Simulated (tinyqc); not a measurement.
Surface potential of a MOS transistor: implicit equation and explicit approximations: two steps of the calculation.

p-type body, charge-sheet picture, depletion and inversion only, full ionisation (an idealisation for deep acceptors), Boltzmann statistics (rough once Na exp(x - xn) passes about Nc/7). In units of Vt: xg = (Vg - Vfb)/Vt, x = psi/Vt, G = gamma/sqrt(Vt), xn = (2 phiF + Vc)/Vt. The implicit equation is (xg - x)^2 = G^2 [x - 1 + exp(x - xn)] for x above about 3. Cox = eps0 eox/tox.

Parameters, values chosen for the exercise; band and dielectric values close to those of silicon:
- T = 250 K (temperature)
- eox = 3.9 (relative permittivity of the gate insulator (close to silicon dioxide))
- tox = 13 nm (insulator thickness)
- Vc = 0 V (channel-body voltage)

Constants: q = 1.602176634e-19 C, kB = 1.380649e-23 J/K, Vt = kB T/q, eps0 = 8.8541878128e-14 F/cm where lengths are in cm. Results are converted to the units shown.

Question 1. Explicit approximation. Depletion value a = 1 + [sqrt(G^2/4 + xg - 1) - G/2]^2; inversion value b = xn + ln[(xg - xn)^2/G^2 - xn + 1] and first guess y = min(a, b) - ln(1 + exp(-|a - b|)) if a > xn + 1, else b = y = a; one second-order correction with D = exp(y - xn), p = 2 (xg - y) + G^2 (1 + D), w = (xg - y)^2 - G^2 (y - 1 + D): z = y + 2 w/(p + sqrt(p^2 - 2 (2 - G^2 D) w)), or the Newton step z = y + w/p where the root is not real.

G = 9.9367866
xn = 43.438049
xg = 97.942133

Wanted: a; b; y; p; w; z.

Answer 1.

a = 37.724
b = 37.724
y = 37.724
p = 219.50
w = -0.32593
z = 37.723

The root of the implicit equation is x = 37.7230; y misses it by 0.0015 and z by -8.2e-13, in units of Vt.

Question 2. Potential, charges and gate control. psi = Vt x; N_dep = Cox Vt G sqrt(x - 1)/q; N_inv = (Cox Vt G/q) [sqrt(x - 1 + exp(x - xn)) - sqrt(x - 1)]; dpsi/dVg = 1/[1 + G^2 (1 + exp(x - xn))/(2 (xg - x))].

converged x = 37.722998
G = 9.9367866
xn = 43.438049
xg = 97.942133

Find: psi; N_dep; N_inv; dpsi/dVg.

Answer 2.

psi = 0.8127 V
N_dep = 2.151e12 cm^-2
N_inv = 9.651e7 cm^-2
dpsi/dVg = 0.5487

psi lies 5.7 Vt below 2 phiF + Vc.

Computed by the program tinyqc: `OMP_NUM_THREADS=1 python tinyqc.py 2122201 2122202 out.jsonl`, one thread of a shared Intel Xeon 2.30GHz, about 0.01 s for the whole run.
